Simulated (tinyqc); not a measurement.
Inside a calculation. Model: thin-film transistor with exponential tail and deep states, accumulation layer.

Program tinyqc, `OMP_NUM_THREADS=1 python tinyqc.py 2610153 2610154 out.jsonl`; Intel Xeon 2.30GHz, shared host, one thread, about 0.02 s. Printed values are rounded.

An undoped film in accumulation, thicker than the space-charge layer. With band bending psi the Fermi level lies E0 - psi below the band edge. Free electrons n = n0 exp(psi/Vt) carry the current; electrons in two exponential distributions of traps, a = a0 exp(psi/Va) and d = d0 exp(psi/Vp), do not. Linear regime, ohmic contacts, traps in equilibrium.

Inputs (values chosen for the exercise); values close to those of an organic semiconductor:

| symbol | value | unit | meaning |
|---|---|---|---|
| T | 250 | K | temperature |
| eps_r | 3.2 |  | relative permittivity of the semiconductor |
| Nc | 1.2e20 | cm^-3 | density of extended states |
| mb | 3.5 | cm^2/(V s) | band mobility |
| Nt | 1.2e20 | cm^-3 | total density of tail states |
| Tt | 410 | K | characteristic temperature of the tail |
| Nd | 2.3e17 | cm^-3 | total density of deep states |
| Td | 920 | K | characteristic temperature of the deep states |
| E0 | 0.55 | eV | bulk Fermi level below the band edge |
| Ci | 20 | nF/cm^2 | gate capacitance |
| WL | 10 |  | ratio W/L |
| Vd | 0.1 | V | drain voltage |
| Vg | 21 | V | gate voltage above flat band |

Constants: q = 1.602176634e-19 C, kB = 1.380649e-23 J/K, Vt = kB T/q, eps0 = 8.8541878128e-14 F/cm where lengths are in cm. Results are converted to the units shown.

Range of the model: The th form assumes a Fermi level far below the band edge; at the surface it overcounts the filled tail by a factor of about 1.4.

## Bulk densities

Va = kB Tt/q, Vp = kB Td/q; n0 = Nc exp(-E0/Vt), a0 = Nt th(T/Tt) exp(-E0/Va), d0 = Nd th(T/Td) exp(-E0/Vp), th(x) = pi x/sin(pi x).

Va = 0.0353311 V
Vp = 0.0792795 V
th(T/Tt) = 2.03541
n0 = 9.81001e8 cm^-3
a0 = 4.23794e13 cm^-3
d0 = 2.52879e14 cm^-3

## Iteration 1: surface potential by Newton steps

psi at the start = 0.55 V

Va = kB Tt/q, Vp = kB Td/q. G(psi) = sum over the three kinds of c0 [V (exp(psi/V) - 1) - psi], field F = sqrt(2 q G/(eps0 eps_r)); Vg = psi + eps0 eps_r F/Ci at the surface. f = psi + eps0 eps_r F/Ci - Vg, f' = 1 + q rho/(Ci F) with rho = sum c0 (exp(psi/V) - 1); psi(new) = psi - f/f'.

F = 3564.61 kV/cm
f = 30.0488 V
f' = 820.175
psi after iteration 1 = 0.513363 V

## Iteration 2: surface potential by Newton steps

As before.

F = 2002.09 kV/cm
f = 7.87637 V
f' = 435.800
psi after iteration 2 = 0.495290 V

## Course of the iteration: surface potential by Newton steps

Stop when psi changes by less than 1e-10 V, or after 30 iterations. psi must stay between 0 and 5 V.

Course of the iteration:

| iteration | psi (V) | \|change\| (V) |
|---|---|---|
| 1 | 0.513363 | 0.0366 |
| 2 | 0.495290 | 0.0181 |
| 3 | 0.492031 | 3.26e-3 |
| 4 | 0.491943 | 8.77e-5 |
| 5 | 0.491943 | 6.13e-8 |
| 6 | 0.491943 | 2.99e-14 |

Converged in 6 iterations. At the end the number of correct digits about doubles with each step.

## Free and total charge, current

psi_s = 0.491943 V

Va = kB Tt/q, Vp = kB Td/q. G(psi) = sum over the three kinds of c0 [V (exp(psi/V) - 1) - psi], field F = sqrt(2 q G/(eps0 eps_r)); Vg = psi + eps0 eps_r F/Ci at the surface. Total charge Q = Ci (Vg - psi_s); free charge Qf = q times the integral of n0 (exp(psi/Vt) - 1)/F over psi from 0 to psi_s; I = (W/L) mb Qf Vd; effective mobility mb Qf/Q.

surface densities (cm^-3): free 8.10603e18, tail 4.72271e19, deep 1.25253e17
Q = 410.161 nC/cm^2
Qf = 28.2230 nC/cm^2
effective mobility = 0.240834 cm^2/(V s)
I = 98.7807 nA

6.88 % of the induced charge is free, against 14.6 % of the electrons right at the surface.
